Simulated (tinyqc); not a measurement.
Nucleation and growth against temperature: classical nucleation, growth and JMAK kinetics of crystallisation from a melt or glass. Computed by tinyqc, a small Python program. Command: `OMP_NUM_THREADS=1 python tinyqc.py 3016342 3016343 out.jsonl nucl walk`. One thread of a shared host (Intel(R) Xeon(R) Processor @ 2.30GHz), about 0.01 s of CPU time with the checks.

A spherical nucleus cap on a flat wall with a sharp interface of isotropic energy gamma; lambda = Omega^(1/3) is the jump distance.

Inputs (values chosen for the exercise, for a model substance):
```
quantity                        value        unit
melting point T_m                1670           K
heat of melting per volume H     1060      J/cm^3
interface energy gamma          0.148       J/m^2
atomic volume Omega              28.3  angstrom^3
diffusion prefactor D0        2.2e-05       m^2/s
activation energy Q              2.57          eV
contact angle theta                75     degrees
wall area per volume S_v       120000         1/m
```

Nucleation: on a flat wall. Driving force: Turnbull (linear).

Constants: k_B = 1.380649e-23 J/K; k_B = 8.617333262e-05 eV/K.

Method:
- Driving force per volume: dG = H (T_m - T)/T_m.
- Shape factor f = (2 + cos theta)(1 - cos theta)^2/4.
- W(r) = f [4 pi r^2 gamma - (4/3) pi r^3 dG]; r* = 2 gamma/dG; W* = f 16 pi gamma^3/(3 dG^2); n* = f (4/3) pi r*^3/Omega.
- D = D0 exp(-Q/(k_B T)); attachment rate k+ = (A*/lambda^2) D/lambda^2 with A* = 2 pi r*^2 (1 - cos theta); Zeldovich factor Z = sqrt(W*/(3 pi k_B T))/n*; sites per volume N = S_v/lambda^2; I = N Z k+ exp(-W*/(k_B T)); lag time = 1/(4 pi Z^2 k+).
- Growth (Wilson-Frenkel): u = (D/lambda) [1 - exp(-dG Omega/(k_B T))].
- JMAK with steady nucleation and growth, nuclei spread at random: extended fraction X_e = (pi/3) I u^3 t^4, X = 1 - exp(-X_e); t_X = [-3 ln(1 - X)/(pi I u^3)]^(1/4); final grains per volume = Gamma(5/4) (3/pi)^(1/4) (I/u)^(3/4), Gamma(5/4) = 0.9064024771.
- Grain size = (grains per volume)^(-1/3). Rows are kept where W*/(k_B T) < 70.

Rates:
```
T (K)  W*/(k_B T)  I (1/(m^3 s))     u (m/s)   t_0.5 (s)  grain size (micrometre)
835         5.203     7.5287e+20  1.6174e-11  6.7515e+02               1.2558e-02
919         5.844     9.8919e+21  3.8078e-10  3.3180e+01               1.4529e-02
1002        6.775     5.4924e+22  4.9602e-09  3.1523e+00               1.7982e-02
1086        8.179     1.2959e+23  4.3025e-08  5.0324e-01               2.4899e-02
1169       10.324     1.0272e+23  2.5680e-07  1.3967e-01               4.1246e-02
1252       13.848     1.5881e+22  1.1487e-06  7.2413e-02               9.5659e-02
1336       20.326     1.0569e+20  4.0479e-06  9.8576e-02               4.5887e-01
1420       34.133     3.8711e+14  1.1178e-05  1.0519e+00               1.3522e+01
1486       60.213     4.5376e+03  2.0649e-05  3.5877e+02               8.5195e+03
```

What does the comparison show, and why?

Among these rows I peaks at 1086 K, u at 1486 K and the change is fastest at 1252 K, between the two. Growth has no barrier W*, so it peaks nearer T_m than nucleation. The grain size goes as (u/I)^(1/4), from 0.013 micrometre at the lowest T to 8500 at the highest. Caution: in the coldest rows the nucleus has under 20 atoms or the barrier is under 10 k_B T, where the capillary model and steady rates are only a guide.

Extremes, crossings and ranges named in words are read from the listed rows.
